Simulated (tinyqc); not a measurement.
From rigid to soft shells: rigid-ion and shell models of the dielectric response of an ionic crystal. Computed by tinyqc, a small Python program. Command: `OMP_NUM_THREADS=1 python tinyqc.py 3008097 3008098 out.jsonl shell walk`. One thread of a shared host (Intel(R) Xeon(R) Processor @ 2.30GHz), about 0.01 s of CPU time with the checks.

Charges +Z and -Z; 6 nearest neighbours, Madelung constant M = 1.747565, volume per ion pair Omega = 2.000000 d^3. Energy per pair U = -M Z^2 e2/d + 6 A exp(-d/rho), e2 = e^2/(4 pi eps_0). In the shell model the anion is a core of charge Y - Z and a massless shell of charge -Y, joined by the spring k; the repulsion acts on the shell. Each ion feels the Lorentz field E + (4 pi/3) P (Gaussian units).

Inputs (values chosen for the exercise, for a model crystal):
```
quantity                        value           unit
nearest-neighbour distance d     2.79       angstrom
ionic charge Z                      1              e
hardness d/rho                   12.3              -
cation mass                      48.3              u
anion mass                     14.007              u
shell charge size Y               2.6              e
core-shell spring k              36.8  eV/angstrom^2
cation polarisability alpha_+     1.1     angstrom^3
```

Structure: rock salt.

Constants: e^2/(4 pi eps_0) = 14.39964548 eV angstrom; 1 eV/angstrom^3 = 160.2176634 GPa; nu for 1 eV/(angstrom^2 u) = 15.6333042 THz; 1 THz = 33.35640952 1/cm.

Method:
- Zero pressure fixes 6 A exp(-d/rho) = M Z^2 e2 rho/d^2. Then U = -(M Z^2 e2/d)(1 - rho/d), B = M Z^2 e2 (d/rho - 2)/(9 Omega d), and the spring of one sublattice against the other is R = (1/3) x (Laplacian of the repulsion summed over neighbours) = M Z^2 e2 (d/rho - 2)/(3 d^3), so R = 3 B Omega/d^2.
- With C = 4 pi Z^2 e2/(3 Omega): mu lambda_TO = R - C, mu lambda_LO = R + 2 C; eps_inf = 1 and eps_s = lambda_LO/lambda_TO.
- lambda in eV/(angstrom^2 u) gives the wavenumber 15.6333042 x 33.35640952 x sqrt(lambda); mu is the reduced mass.
- Eliminating the shell gives the anion polarisability alpha_- = Y^2 e2/(k + R), the Szigeti charge Z_S = Z - Y R/(k + R) and the softened spring R' = k R/(k + R). With b = 4 pi (alpha_+ + alpha_-)/(3 Omega): eps_inf = (1 + 2b)/(1 - b) (Clausius-Mossotti); Born charge Z* = Z_S (eps_inf + 2)/3.
- mu lambda_TO = R' - (4 pi e2/(3 Omega)) Z_S^2/(1 - b); mu lambda_LO = mu lambda_TO + 4 pi e2 Z*^2/(eps_inf Omega); eps_s = eps_inf lambda_LO/lambda_TO.

repulsive spring R = 3.97822 eV/angstrom^2

volume Omega = 43.4353 angstrom^3

omega_LO, rigid ions = 411.323 1/cm

Response against the core-shell spring:
```
k (eV/angstrom^2)  eps_inf      Z_S      Z*  omega_TO (1/cm)  omega_LO (1/cm)   eps_s
29                  2.9240  0.68636  1.1265           246.42           325.58  5.1045
37                  2.5124  0.74759  1.1245           246.42           336.50  4.6849
48                  2.2057  0.80101  1.1229           246.42           346.94  4.3723
66                  1.9486  0.85219  1.1216           246.42           357.89  4.1101
96                  1.7499  0.89654  1.1206           246.42           368.24  3.9076
150                 1.6016  0.93283  1.1199           246.42           377.39  3.7565
290                 1.4803  0.96482  1.1193           246.43           386.04  3.6328
1100                1.3882  0.99063  1.1188           246.43           393.45  3.5389
```

From the stiffest to the softest shell eps_inf rises from 1.39 to 2.92 and Z_S falls from 0.99 to 0.69; omega_LO moves by -17 % and omega_TO by 0.0 %. Screening by eps_inf cuts the LO frequency, which rigid ions overstate (rigid ions: 411 per cm); eps_s goes from 3.54 to 5.10.
